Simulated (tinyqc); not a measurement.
Overlap of hydrogenic dopants: pairs, impurity band and the Mott density, step by step. Values are carried at full precision from step to step, so a last printed digit may differ when a step is redone from the rounded ones.

Ry* = Ry m/eps^2, aB = a0 eps/m. For 1s orbitals a distance rho = R/aB apart, in Ry*: overlap S = exp(-rho)(1 + rho + rho^2/3), J = (2/rho)(1 - (1 + rho) exp(-2 rho)) (attraction to the other ion), Kx = 2 (1 + rho) exp(-rho) (exchange of one electron). One electron on a pair has E = -1 - (J +/- Kx)/(1 +/- S), without the repulsion 2/rho of the ions. Hopping after orthogonalisation: t = (Kx - S J)/(1 - S^2), half the splitting. Dopants on a lattice with z neighbours, n = 1/R^3 (simple cubic), give a band of width B = 2 z t, as on any lattice of two interpenetrating sublattices. Valleys, central cells and disorder are left out.

Constants: Ry = 13.60569312 eV; a0 (Bohr radius) = 0.5291772105 angstrom; hbar = 6.58211957e-16 eV s.

Parameters, chosen for this exercise (an isotropic mass and dielectric constant of the size used for donors in Ge; shifted at random, so the results belong to these values and not to a real crystal): m = 0.119 m0 (mass); eps = 15.6 (dielectric constant); N = 0.0084 1/aB^3 (dopant density); rho = 3.4 aB (distance of a pair); u = 0.945 Ry* (cost of a second electron on one dopant); z = 6 (neighbours in the dopant lattice).

## Scales

Form Ry*, aB, and the density N in 1/cm^3 (1/angstrom^3 = 1e24/cm^3).

Ry* = 6.653 meV
aB = 69.371 angstrom
density = 2.516e+16 1/cm^3

## A pair with one electron

Form S, J, Kx, the two levels, t, and the total energy of the lower state with the repulsion, relative to a distant pair (-1).

S, J, Kx: 0.27544  0.58535  0.29368

levels (Ry*): even -1.68920, odd -1.40255

t = 0.14333 Ry*
energy of the pair against a distant one (negative: bound) = -0.10097 Ry*

In this host the pair is 23.6 nm long and its splitting 2t is 1.91 meV.

## The pair with two electrons (two-site Hubbard model)

t is the hopping between the two dopants. Singlet at (u - sqrt(u^2 + 16 t^2))/2 below the triplet at 0; estimate 4 t^2/u; weight of double occupancy (1 - u/sqrt(u^2 + 16 t^2))/2; swap time pi hbar/Jx with Jx the splitting in eV. t and u are in units of Ry*.

singlet-triplet splitting (meV): exact 0.5333, 4 t^2/u 0.5785

double occupancy = 0.0725
swap time = 3.88 ps

The estimate is 8.5 % too high at 4t/u = 0.61.

## The impurity band at this density

Form R/aB, t, B = 2 z t and N^(1/3) aB. Two estimates of the gap between the Hubbard bands: u - B (rigid bands, closing at B = u) and the Hubbard-III rule, which closes at B = (2/sqrt3) u; give B/u.

R/aB = 4.9193
t = 0.04543 Ry*

B: in Ry* 0.545, in meV 3.627

N^(1/3) aB = 0.2033
B/u = 0.577

Both rules leave a gap: an insulator at T = 0. Mott's screening rule, N^(1/3) aB = 0.26, puts this density on the insulating side.

## Checks

- Overlap S against numerical integration in elliptic coordinates: both 0.27544.

tinyqc: `OMP_NUM_THREADS=1 python tinyqc.py 1481396 1481397 out.jsonl`; about 0.01 s, one thread, shared Intel(R) Xeon(R) Processor @ 2.30GHz.
